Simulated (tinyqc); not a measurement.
Trap density from the barrier height.

Problem. In a partly depleted grain with all boundary traps filled, 2 N W = Qt and VB = q N W^2/(2 eps0 eps_r). Find Qt, W and the doping at which VB would equal Vt.

Parameters, values chosen for the exercise:
- T = 300 K (temperature)
- eps_r = 11.7 (relative permittivity)

Constants: q = 1.602176634e-19 C, kB = 1.380649e-23 J/K, Vt = kB T/q, eps0 = 8.8541878128e-14 F/cm where lengths are in cm. Results are converted to the units shown.

doping = 6.3e17 cm^-3
barrier height = 0.19178970 V

Answer. Eliminating W gives VB = q Qt^2/(8 eps0 eps_r N), which falls as 1/N.

Qt = 2.50e12 cm^-2
W = 19.8 nm
doping for VB = Vt = 4.67e18 cm^-3

Program tinyqc, `OMP_NUM_THREADS=1 python tinyqc.py 2830044 2830045 out.jsonl`; Intel Xeon 2.30GHz, shared host, one thread, about 0.01 s.
